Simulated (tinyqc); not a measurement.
# Classical nucleation, growth and JMAK kinetics of crystallisation from a melt or glass, step by step

A worked calculation. Computed by tinyqc, a small Python program that keeps every step. Command: `OMP_NUM_THREADS=1 python tinyqc.py 3021759 3021760 out.jsonl nucl walk`. One thread of a shared host (Intel(R) Xeon(R) Processor @ 2.30GHz), about 0.01 s of CPU time with the checks. Intermediate numbers are printed to about 6 digits and carried at full precision; extremes and crossings named in words are read from the listed rows.

A spherical nucleus cap on a flat wall with a sharp interface of isotropic energy gamma; lambda = Omega^(1/3) is the jump distance.

Inputs (values chosen for the exercise, for a model substance):
```
quantity                        value        unit
melting point T_m                1250           K
heat of melting per volume H     1180      J/cm^3
interface energy gamma          0.116       J/m^2
atomic volume Omega                18  angstrom^3
temperature T                     794           K
diffusion prefactor D0        7.6e-07       m^2/s
activation energy Q             0.645          eV
contact angle theta                75     degrees
wall area per volume S_v       330000         1/m
time t                             12           s
```

Nucleation: on a flat wall. Driving force: Thompson-Spaepen.

Constants: e = 1.602176634e-19 C; k_B = 1.380649e-23 J/K; k_B = 8.617333262e-05 eV/K.

## Critical nucleus

Driving force per volume: dG = H [(T_m - T)/T_m] [2 T/(T_m + T)]. Shape factor f = (2 + cos theta)(1 - cos theta)^2/4. W(r) = f [4 pi r^2 gamma - (4/3) pi r^3 dG]; r* = 2 gamma/dG; W* = f 16 pi gamma^3/(3 dG^2); n* = f (4/3) pi r*^3/Omega.

driving force dG = 334.431 J/cm^3

shape factor f = 0.310220

critical radius r* = 0.693716 nm

barrier W* = 0.452761 eV

atoms in the nucleus n* = 24.1008

W*/(k_B T) = 6.61722

The wall leaves r* unchanged and cuts the barrier to 31.0 % of the homogeneous value. W* equals n* Omega dG/2 = 0.453 eV. Caution: with under 20 atoms in the nucleus or a barrier under 10 k_B T the capillary model is only a guide.

## Steady nucleation rate

D = D0 exp(-Q/(k_B T)); attachment rate k+ = (A*/lambda^2) D/lambda^2 with A* = 2 pi r*^2 (1 - cos theta); Zeldovich factor Z = sqrt(W*/(3 pi k_B T))/n*; sites per volume N = S_v/lambda^2; I = N Z k+ exp(-W*/(k_B T)); lag time = 1/(4 pi Z^2 k+).

diffusivity D = 6.12050e-11 m^2/s

attachment rate k+ = 2.90775e+10 1/s

Zeldovich factor Z = 0.0347674

sites N = 4.80469e+24 1/m^3

nucleation rate I = 6.49488e+30 1/(m^3 s)

lag time = 2.26407e-09 s

A rise of gamma by 5 % would change I by a factor of about exp(-W*/(k_B T) (1.05^3 - 1)) = 0.35.

## Growth velocity

Growth (Wilson-Frenkel): u = (D/lambda) [1 - exp(-dG Omega/(k_B T))]. D = D0 exp(-Q/(k_B T)).

growth velocity u = 0.0986823 m/s

## Fraction transformed and grain size

JMAK with steady nucleation and growth, nuclei spread at random: extended fraction X_e = (pi/3) I u^3 t^4, X = 1 - exp(-X_e); t_X = [-3 ln(1 - X)/(pi I u^3)]^(1/4); final grains per volume = Gamma(5/4) (3/pi)^(1/4) (I/u)^(3/4), Gamma(5/4) = 0.9064024771. Grain size = (grains per volume)^(-1/3).

extended fraction = 1.35532e+32

fraction X at t = 1

half time t_0.5 = 1.01479e-07 s

grains per volume = 6.54731e+23 1/m^3

grain size = 0.0115163 micrometre

t is 1.2e8 half times: the change is complete. Caution: grains come out smaller than the spacing of the walls, so nuclei are not spread at random as JMAK assumes.

## Nose of the time-temperature curve

JMAK with steady nucleation and growth, nuclei spread at random: extended fraction X_e = (pi/3) I u^3 t^4, X = 1 - exp(-X_e); t_X = [-3 ln(1 - X)/(pi I u^3)]^(1/4); final grains per volume = Gamma(5/4) (3/pi)^(1/4) (I/u)^(3/4), Gamma(5/4) = 0.9064024771. The nose is the T between 0.3 and 0.97 T_m where I u^3 is largest; the time is for X = 1e-6, and the critical cooling rate is estimated as (T_m - T_nose)/t_nose.

nose temperature = 900.132 K

nose time = 2.28665e-09 s

critical cooling rate = 1.53004e+11 K/s

The nose lies at 0.72 T_m. A glass needs the fastest quenching of nanoscale samples, or is out of reach. Caution: at the nose the nucleus has under 20 atoms or the barrier is under 10 k_B T, so the result is only a guide. Caution: at the nose the lag time is not small against the nose time, so steady nucleation overstates the critical cooling rate.

## Nucleation and growth against temperature

Grain size = (grains per volume)^(-1/3). Rows are kept where W*/(k_B T) < 70.

Rates:
```
T (K)  W*/(k_B T)  I (1/(m^3 s))   u (m/s)    t_0.5 (s)  grain size (micrometre)
625        6.0773    9.81795e+29  0.010218  8.91613e-07              1.04768e-02
688        6.0197    2.96772e+30  0.027884  3.18477e-07              1.02124e-02
750        6.2523    5.53659e+30  0.061733  1.50141e-07              1.06589e-02
812        6.8244    6.43384e+30  0.117191  8.94151e-08              1.20504e-02
875        7.9020    4.09733e+30  0.196926  6.78184e-08              1.53584e-02
938        9.8239    1.02864e+30  0.293886  7.09577e-08              2.39814e-02
1000      13.3534    4.79058e+28  0.389624  1.23628e-07              5.53936e-02
1062      20.8157    4.13266e+25  0.457226  6.39799e-07              3.36411e-01
1112      35.1231    3.39055e+19  0.463525  2.10415e-05              1.12162e+01
1150      62.4359    5.72489e+07  0.421338  1.98282e-02              9.60752e+03
```

Among these rows I peaks at 812 K, u at 1112 K and the change is fastest at 875 K, between the two. Growth has no barrier W*, so it peaks nearer T_m than nucleation. The grain size goes as (u/I)^(1/4), from 0.010 micrometre at the lowest T to 9600 at the highest. Caution: in the coldest rows the nucleus has under 20 atoms or the barrier is under 10 k_B T, where the capillary model and steady rates are only a guide.

Checks made by the program: r* and W* against a numerical maximum of W(r) (relative difference 2e-10).
